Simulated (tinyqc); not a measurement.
A particle near a wafer in liquid: double-layer and van der Waals forces (DLVO), deposition barrier and removal: one step, computed by the program tinyqc. Command: `OMP_NUM_THREADS=1 python tinyqc.py 3110221 3110222 out.jsonl dlvo walk`. One thread of a shared host (Intel(R) Xeon(R) Processor @ 2.30GHz), about 0.01 s of CPU time with the checks.

Sphere and flat wall, Derjaguin approximation, constant potentials in the linear-superposition form, no retardation and no hydration force.

Task: Barrier and secondary minimum. U(h) = Z R exp(-kappa h) - A R/(6 h); F(h) = -dU/dh = kappa Z R exp(-kappa h) - A R/(6 h^2), positive for repulsion. F = 0 reads x^2 exp(-x) = y with x = kappa h and y = A kappa/(6 Z); the left side peaks at x = 2 with 4/e^2 = 0.5413, so roots exist for smaller y: x < 2 is the barrier, x > 2 the secondary minimum.

Inputs (values chosen for the exercise, of the order of those for polymer latex on silicon in water): particle radius R = 14 nm; Hamaker constant A = 1.3e-20 J; temperature T = 343 K.

kappa = 1.128403 1/nm

Z = 18.62597 pN

Constants: k_B = 1.380649e-23 J/K.

Give: y; position of the barrier; barrier height; position of the secondary minimum; energy at the secondary minimum.

Result:

y = 0.13126

position of the barrier = 0.40306 nm

barrier height = 19.050 k_B T

position of the secondary minimum = 4.7903 nm

energy at the secondary minimum = -1.0898 k_B T

A barrier above 15 k_B T practically stops deposition.
